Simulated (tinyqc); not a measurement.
Empirical pseudopotential in a few plane waves, step by step. One step of it, computed by the program tinyqc.

Problem. Levels at k. Diagonalise the Hermitian matrix.

H(k) at k (eV), order +0+0+0, -1-1-1, -1-1+1, -1+1-1, -1+1+1, +1-1-1, +1-1+1, +1+1-1, +1+1+1, -2+0+0, +0-2+0, +0+0-2, +0+0+2, +0+2+0, +2+0+0:
```
[[1.479215, 2.087687, -2.087687, -2.087687, -2.087687, -2.087687, -2.087687, -2.087687, 2.087687, 0.000000, 0.000000, 0.000000, 0.000000, 0.000000, 0.000000],
 [2.087687, 4.944894, 0.000000, 0.000000, -0.340142, 0.000000, -0.340142, -0.340142, 0.000000, -2.087687, -2.087687, -2.087687, -0.404068, -0.404068, -0.404068],
 [-2.087687, 0.000000, 10.300944, 0.340142, 0.000000, 0.340142, 0.000000, 0.000000, -0.340142, -2.087687, -2.087687, 0.404068, 2.087687, -0.404068, -0.404068],
 [-2.087687, 0.000000, 0.340142, 10.300944, 0.000000, 0.340142, 0.000000, 0.000000, -0.340142, -2.087687, 0.404068, -2.087687, -0.404068, 2.087687, -0.404068],
 [-2.087687, -0.340142, 0.000000, 0.000000, 15.656994, 0.000000, 0.340142, 0.340142, 0.000000, 2.087687, -0.404068, -0.404068, -2.087687, -2.087687, 0.404068],
 [-2.087687, 0.000000, 0.340142, 0.340142, 0.000000, 10.931068, 0.000000, 0.000000, -0.340142, 0.404068, -2.087687, -2.087687, -0.404068, -0.404068, 2.087687],
 [-2.087687, -0.340142, 0.000000, 0.000000, 0.340142, 0.000000, 16.287118, 0.340142, 0.000000, -0.404068, 2.087687, -0.404068, -2.087687, 0.404068, -2.087687],
 [-2.087687, -0.340142, 0.000000, 0.000000, 0.340142, 0.000000, 0.340142, 16.287118, 0.000000, -0.404068, -0.404068, 2.087687, 0.404068, -2.087687, -2.087687],
 [2.087687, 0.000000, -0.340142, -0.340142, 0.000000, -0.340142, 0.000000, 0.000000, 21.643168, -0.404068, -0.404068, -0.404068, -2.087687, -2.087687, -2.087687],
 [0.000000, -2.087687, -2.087687, -2.087687, 2.087687, 0.404068, -0.404068, -0.404068, -0.404068, 11.246130, 0.340142, 0.340142, -0.340142, -0.340142, 0.000000],
 [0.000000, -2.087687, -2.087687, 0.404068, -0.404068, -2.087687, 2.087687, -0.404068, -0.404068, 0.340142, 11.876253, 0.340142, -0.340142, 0.000000, -0.340142],
 [0.000000, -2.087687, 0.404068, -2.087687, -0.404068, -2.087687, -0.404068, 2.087687, -0.404068, 0.340142, 0.340142, 11.876253, 0.000000, -0.340142, -0.340142],
 [0.000000, -0.404068, 2.087687, -0.404068, -2.087687, -0.404068, -2.087687, 0.404068, -2.087687, -0.340142, -0.340142, 0.000000, 22.588353, 0.340142, 0.340142],
 [0.000000, -0.404068, -0.404068, 2.087687, -2.087687, -0.404068, 0.404068, -2.087687, -2.087687, -0.340142, 0.000000, -0.340142, 0.340142, 22.588353, 0.340142],
 [0.000000, -0.404068, -0.404068, -0.404068, 0.404068, 2.087687, -2.087687, -2.087687, -2.087687, 0.000000, -0.340142, -0.340142, 0.340142, 0.340142, 23.218477]]
```

Give: eigenvalues.

Solution.

eigenvalues (eV): [-1.131, 3.377, 7.513, 7.533, 9.592, 12.241, 12.315, 15.361, 15.941, 16.136, 16.302, 20.895, 23.728, 24.036, 27.386]
